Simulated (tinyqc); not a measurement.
G0W0 on RHF in the sto-6g basis, for H3+, spin multiplicity 1, step by step. One step of it, computed by the program tinyqc.

Question. G0W0 on Hartree-Fock: LUMO. W(p,q,m) = sqrt2 sum_ia (pq|ia) (X+Y)_ia,m; Sigma_c(x) = sum_(i,m) W^2/(x - e_i + w_m) + sum_(a,m) W^2/(x - e_a - w_m); solve x = e_p + Sigma_c(x) by Newton steps; Z = 1/(1 - dSigma/dx); 1 hartree = 27.211386 eV.

orbital energies (hartree): MO1 -1.221554, MO2 -0.028074, MO3 -0.027340

Two-electron integrals over orbitals (pq|rs), unique and non-zero (hartree):
```
(11|11) 0.613203    (21|11) -0.000083   (21|21) 0.143946    (22|11) 0.595183
(22|21) 0.083463    (22|22) 0.674342    (31|11) 0.000035    (31|21) 8.19e-09
(31|22) -0.035118   (31|31) 0.143947    (32|11) 1.41e-08    (32|21) -0.035149
(32|22) -0.000032   (32|31) -0.083437   (32|32) 0.072228    (33|11) 0.595284
(33|21) -0.083512   (33|22) 0.529786    (33|31) 0.035138    (33|32) 0.000032
(33|33) 0.674396
```

excitation energies w (hartree): 1.453127  1.453878

X + Y:
```
             1         2
1>2   0.906266  0.000016
1>3  -0.000016  0.906311
```

Give: The 12 largest terms at x = e_p; Newton steps; quasiparticle energy of the LUMO; Hartree-Fock value.

Answer.

The 12 largest terms at x = e_p (hartree; W for the signs of X + Y given):
```
q  m         W     term
1  1    0.1845   0.0129
2  1    0.1070  -0.0079
3  2   -0.1069  -0.0079
3  1   -0.0450  -0.0014
2  2   -0.0450  -0.0014
1  2  3.32e-06        0
```

Newton steps (hartree):
```
step        x  Sigma_c(x)       Z
0     -0.0281     -0.0057  0.9827
1     -0.0336     -0.0056  0.9828
2     -0.0336     -0.0056  0.9828
```

quasiparticle energy of the LUMO = -0.9155 eV

Hartree-Fock value = -0.7639 eV
